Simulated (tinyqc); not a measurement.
# Carrier lifetime of an n-type layer with SRH, radiative, Auger and surface recombination: two studies

Uniform excess density dn = dp (no trapping), n = n0 + dn, p = p0 + dn, Boltzmann statistics, full ionisation. Surfaces enter as a rate 2 S dn/d, which holds while diffusion to them is fast.

Values chosen for this exercise; band and dielectric values close to those of cadmium telluride:
- T = 300 K (temperature)
- Eg = 1.51 eV (band gap)
- Nc = 7.93e17 cm^-3 (conduction-band density of states at T)
- Nv = 1.77e19 cm^-3 (valence-band density of states at T)
- B = 2.01e-10 cm^3/s (radiative coefficient)
- N = 7e15 cm^-3 (donor density)
- Cn = 1.9e-30 cm^6/s (Auger coefficient (two electrons))
- Cp = 6.5e-31 cm^6/s (Auger coefficient (two holes))
- Nt = 4.8e11 cm^-3 (trap density)
- sn = 8e-17 cm^2 (capture cross-section for electrons)
- sp = 1e-16 cm^2 (capture cross-section for holes)
- vth = 2e7 cm/s (thermal velocity (both carriers))
- Et = 1.07 eV (trap level below the conduction band)
- S = 0 cm/s (surface recombination velocity (both faces))
- d = 2 um (sample thickness)

Constants: q = 1.602176634e-19 C, kB = 1.380649e-23 J/K, Vt = kB T/q. Results are converted to the units shown.

Each table varies one quantity; the others keep the values above.

## Lifetime against injection

ni = sqrt(Nc Nv) exp(-Eg/(2 Vt)), Eg in volts; majority density N/2 + sqrt(N^2/4 + ni^2), n0 p0 = ni^2; n1 = Nc exp(-Et/Vt), p1 = Nv exp((Et - Eg)/Vt); tn0 = 1/(sn vth Nt), tp0 = 1/(sp vth Nt). With e = n p - ni^2 = dn (n0 + p0 + dn): U_SRH = e/(tp0 (n + n1) + tn0 (p + p1)), U_rad = B e, U_Aug = (Cn n + Cp p) e, U_s = 2 S dn/d. Each tau is dn over its rate; tau = dn/U with U the sum.

Lifetime against injection:
```
dn (cm^-3),tau_SRH (s),tau_rad (s),tau_Aug (s),tau (s),radiative share (%),largest path
1e11,0.001042,7.107e-7,0.01074,7.102e-7,99.93,radiative
1e12,0.001042,7.106e-7,0.01074,7.101e-7,99.93,radiative
1e13,0.001044,7.097e-7,0.01071,7.092e-7,99.93,radiative
1e14,0.001060,7.007e-7,0.01039,7.002e-7,99.93,radiative
1e15,0.001205,6.219e-7,0.007886,6.215e-7,99.94,radiative
1e16,0.001808,2.927e-7,0.001516,2.926e-7,99.96,radiative
1e17,0.002259,4.650e-8,3.483e-5,4.643e-8,99.86,radiative
1e18,0.002335,4.941e-9,3.874e-7,4.878e-9,98.74,radiative
1e19,0.002343,4.972e-10,3.917e-9,4.412e-10,88.74,radiative
```

What does the comparison show?

Radiative recombination leads at dn = 1e11 and in all other rows. The total lifetime falls from 7.10e-7 to 4.41e-10 s. tau_SRH goes from 0.00104 s (low-injection limit 0.00104 s) to 0.00234 s (high-injection limit tn0 + tp0 = 0.00234 s). Between the last two rows tau_rad goes as dn^(-1.00) and tau_Aug as dn^(-2.00); the radiative share falls from 99.9 to 88.7 %. For dn = 1e18, 1e19 the carriers are degenerate, where B and the Auger coefficients no longer stay constant.

## Effect of the donor density at dn = 2e16 cm^-3

Same model as above.

Here dn = 2e16 cm^-3.

Results:
```
N (cm^-3),tau_SRH (s),tau_rad (s),tau_Aug (s),tau (s),radiative share (%),largest path
1e14,0.002337,2.475e-7,9.719e-4,2.474e-7,99.96,radiative
3e14,0.002325,2.451e-7,9.552e-4,2.450e-7,99.96,radiative
8e14,0.002294,2.392e-7,9.154e-4,2.391e-7,99.96,radiative
2e15,0.002225,2.261e-7,8.295e-4,2.261e-7,99.96,radiative
2e16,0.001693,1.244e-7,2.809e-4,1.243e-7,99.95,radiative
4e16,0.001476,8.292e-8,1.312e-4,8.286e-8,99.93,radiative
1e17,0.001259,4.146e-8,3.458e-5,4.141e-8,99.88,radiative
```

Estimate the missing row, N = 6e15 cm^-3.

Computed row:
```
N (cm^-3),tau_SRH (s),tau_rad (s),tau_Aug (s),tau (s),radiative share (%),largest path
6e15,0.002043,1.914e-7,6.164e-4,1.913e-7,99.96,radiative
```

With this row back in the table: Radiative recombination leads at N = 1e14 and in all other rows. tau_SRH falls from 0.00234 to 0.00126 s and the total lifetime falls from 2.47e-7 to 4.14e-8 s. Between the last two rows tau_rad goes as N^(-0.76) and tau_Aug as N^(-1.46).

Program tinyqc, `OMP_NUM_THREADS=1 python tinyqc.py 2300048 2300049 out.jsonl`; Intel Xeon 2.30GHz, shared host, one thread, about 0.01 s.
